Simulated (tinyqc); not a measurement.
From results back to parameters: phonon-assisted absorption at an indirect gap. Three cases, with inputs chosen for the exercise.

Problem. One phonon: alpha = A [N (E - Eg + w)^2 + (N + 1)(E - Eg - w)^2], each term only above its threshold, N = 1/(exp(w/kB Tm) - 1). The first two energies lie below the emission threshold and the third above it.

Constants: kB = 8.617333262e-05 eV/K.

Find: slope sqrt(A N); threshold Eg - w; w; Eg; A.

Method. sqrt(alpha) at the first two energies is a line with slope sqrt(A N) and intercept Eg - w. The excess at the third energy is A N exp(w/kB Tm) (E - (Eg - w) - 2w)^2, which has one root w with the emission threshold between the second and third energies.

Case 1.

Values chosen (out of a larger set: loosely those of AlAs at room temperature; Eg is not tied to T; not measured data): Es = (2.141, 2.193, 2.251) eV (three photon energies); Tm = 250 K.

alpha at the three energies (1/cm): 0.1698029  2.655451  15.69575

Solution.

slope sqrt(A N) = 23.41 1/(cm^(1/2) eV)
threshold Eg - w = 2.1234 eV
w = 43.6 meV
Eg = 2.167 eV
A = 3.6e+03 1/(cm eV^2)

Case 2.

Values chosen (out of a larger set: loosely those of AlAs at room temperature; Eg is not tied to T; not measured data): Es = (2.112, 2.168, 2.226) eV (three photon energies); Tm = 300 K.

alpha at the three energies (1/cm): 0.3103292  5.073794  24.71898

Solution.

slope sqrt(A N) = 30.28 1/(cm^(1/2) eV)
threshold Eg - w = 2.0936 eV
w = 46.4 meV
Eg = 2.140 eV
A = 4.6e+03 1/(cm eV^2)

Case 3.

Values chosen (out of a larger set: loosely those of SiC at room temperature; Eg is not tied to T; not measured data): Es = (3.145, 3.231, 3.3) eV (three photon energies); Tm = 400 K.

alpha at the three energies (1/cm): 0.4217401  6.771456  24.09766

Solution.

slope sqrt(A N) = 22.71 1/(cm^(1/2) eV)
threshold Eg - w = 3.1164 eV
w = 71.6 meV
Eg = 3.188 eV
A = 3.6e+03 1/(cm eV^2)

Computed by tinyqc, one run a case: `OMP_NUM_THREADS=1 python tinyqc.py N N+1 out.jsonl` with N = 1650099, 1650178, 1650266; one thread of a shared Intel(R) Xeon(R) Processor @ 2.30GHz, about 0.01 s a run at most.
